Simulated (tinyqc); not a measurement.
Specific resistance of a metal-semiconductor contact and its transmission-line measurement: one step, computed by the program tinyqc. Command: `OMP_NUM_THREADS=1 python tinyqc.py 3030102 3030103 out.jsonl contact walk`. One thread of a shared host (Intel(R) Xeon(R) Processor @ 2.30GHz), about 0.01 s of CPU time with the checks.

The barrier is parabolic (depletion approximation), energies E are normal energies counted from the band edge in the neutral semiconductor (downwards for holes), and the bias is zero. xi is an input, held fixed when other inputs move.

Task: Current crowding. Transmission-line model: transfer length L_T = sqrt(rho_c/R_sh); R_c = (R_sh L_T/W) coth(d/L_T). Limits: rho_c/(W d) for d << L_T, sqrt(rho_c R_sh)/W for d >> L_T.

Inputs (values chosen for the exercise, modelled on p-type silicon):

| quantity | value | unit |
|---|---|---|
| temperature T | 200 | K |
| sheet resistance R_sh | 5600 | ohm |
| contact length d | 0.082 | micrometre |
| contact width W | 0.06 | micrometre |

Image-force lowering: included.

specific contact resistance rho_c = 6.870047e-04 ohm cm^2

Give: transfer length L_T; d/L_T; contact resistance R_c; R_c W; short-contact limit; long-contact limit.

Result:

transfer length L_T = 3.5026 micrometre

d/L_T = 0.023411

contact resistance R_c = 1.3966e+07 ohm

R_c W = 8.3796e+05 ohm micrometre

short-contact limit = 1.3964e+07 ohm

long-contact limit = 3.2691e+05 ohm

The contact is short: the whole area carries current, and R_c scales as 1/d.
